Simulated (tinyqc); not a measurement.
Inside a calculation. Model: scattering of inversion-layer electrons by surface optical phonons of the gate insulator (remote phonon scattering). Computed by tinyqc, a small Python program that keeps every step. Command: `OMP_NUM_THREADS=1 python tinyqc.py 3112712 3112713 out.jsonl sophonon walk`. One thread of a shared host (Intel(R) Xeon(R) Processor @ 2.30GHz), about 0.01 s of CPU time with the checks. Intermediate numbers are printed to about 6 digits and carried at full precision; extremes and crossings named in words are read from the listed rows.

One subband with the Fang-Howard envelope; insulator and channel are half-spaces, the gate is far away, and an interlayer only moves the polar surface away by t (its own modes and its permittivity contrast are left out).

Inputs (values chosen for the exercise, modelled on HfO2 on In0.53Ga0.47As):
```
quantity                                   value        unit
static constant of the insulator eps_0s     22.1           -
intermediate constant eps_i                  6.7           -
optical constant eps_inf                    5.06           -
hbar omega_TO1                              12.1         meV
hbar omega_TO2                              49.3         meV
constant of the channel eps_s               13.9           -
in-plane mass m                           0.0444         m_0
valleys g_v                                    1           -
sheet density n                          5.8e+11      1/cm^2
mean distance of the electrons z0 = 3/b      4.6          nm
interlayer thickness t                      0.64          nm
temperature T                                400           K
electron energy E                             74         meV
mobility from other processes               1440  cm^2/(V s)
```

Screening by the channel electrons: none.

Constants: k_B = 8.617333262e-05 eV/K; hbar^2/(2 m_0) = 3.80998212 eV angstrom^2; e^2/(4 pi eps_0) = 14.39964548 eV angstrom; hbar = 6.582119569e-16 eV s; e = 1.602176634e-19 C; m_0 = 9.1093837015e-31 kg.

## Surface modes and strengths

eps(w) = eps_inf + (eps_0s - eps_i) w1^2/(w1^2 - w^2) + (eps_i - eps_inf) w2^2/(w2^2 - w^2). Surface modes solve eps(w) + eps_s = 0, a quadratic in w^2; the strength of a mode is g = 2/(w d eps/dw). Occupation N = 1/(exp(hbar w/(k_B T)) - 1).

hbar omega_SO (meV): 1 15.9640, 2 51.4898

strengths g: 1 0.0203754, 2 0.0045895

occupations N: 1 1.69764, 2 0.28953

hbar omega g (2 N + 1) (meV): 1 1.42967, 2 0.37315

The lower mode has the larger hbar omega g N, the prefactor of absorption before the dependence on q: 0.552 and 0.0684 meV.

## The electron gas

Density of states D = g_v m/(pi hbar^2); eta = E_F/(k_B T) = ln(exp(n/(D k_B T)) - 1); screening wave number q_s = e^2 D/(2 eps_0 eps_avg) x 1/(1 + exp(-eta)), eps_avg = (eps_s + eps_inf)/2; b = 3/z0.

D = 1.85473e+13 1/(eV cm^2)

eta = 0.390309

q_s = 0.105563 1/nm

b = 0.652174 1/nm

## Squared matrix elements

For a mode of strength g, without the occupation factor, Area x |M(q)|^2 = e^2 hbar w g/(2 eps_0 q) x (b/(b + q))^6 exp(-2 q t).

Area x |M|^2 (meV^2 nm^2):
```
q (1/nm)  (b/(b + q))^6  exp(-2 q t)       mode 1       mode 2
0.05        6.41967e-01     0.938005  3.54427e+04  2.57492e+04
0.10        4.24885e-01     0.879853  1.10017e+04  7.99279e+03
0.20        2.00914e-01     0.774142  2.28866e+03  1.66272e+03
0.30        1.03248e-01     0.681131  6.89878e+02  5.01198e+02
0.50        3.28906e-02     0.527292  1.02078e+02  7.41602e+01
0.80        8.20481e-03     0.359155  1.08403e+01  7.87550e+00
1.20        1.90586e-03     0.215240  1.00603e+00  7.30886e-01
```

## Rates at the energy E

Approximate momentum relaxation rate, taking tau v alike in the initial and final states: 1/tau = (m/(2 pi hbar^3)) sum over modes and over absorption (N, E' = E + hbar w) and emission (N + 1, E' = E - hbar w > 0) of [(1 - f(E'))/(1 - f(E))] int_0^(2 pi) Area |M(q)|^2 (1 - cos theta) d theta, q^2 = k^2 + k'^2 - 2 k k' cos theta, f the Fermi function; 48 midpoints in theta from 0 to pi.

rates (1/ps): mode 1 absorption 0.364100, mode 1 emission 0.689279, mode 2 absorption 0.029830, mode 2 emission 0.214290

tau at E = 770.714 fs

## Mobility

mu = (e/m) int tau E f (1 - f) dE/(k_B T int f dE), by 300 midpoints from 0 to (max(eta, 0) + 14) k_B T; Matthiessen sum with the other processes.

remote-phonon mobility = 43599.7 cm^2/(V s)

total mobility = 1393.96 cm^2/(V s)

loss of mobility = 3.19718 %

Caution: a relaxation time is only an approximation for inelastic scattering, and static or no screening brackets the true dynamic screening only roughly.

## What an interlayer buys

The formulas are those given above.

Against the interlayer thickness:
```
t (nm)  remote-phonon mobility (cm^2/(V s))  total (cm^2/(V s))
0.0                                   28645             1371.08
0.3                                   35162             1383.35
0.6                                   42549             1392.86
1.0                                   53756             1402.43
1.5                                   69951             1410.95
2.0                                   88595             1416.97
3.0                                  133423             1424.62
```

1 nm of interlayer raises the remote-phonon mobility by a factor 1.88, as exp(2 q t) with an effective q of 0.31 per nm; between 2 and 3 nm the effective q is 0.20. The total goes from 1370 to 1400 over the first nanometre.

Checks made by the program: sum of strengths against 1/(eps_s + eps_inf) - 1/(eps_s + eps_0s) (relative difference below 1e-10).
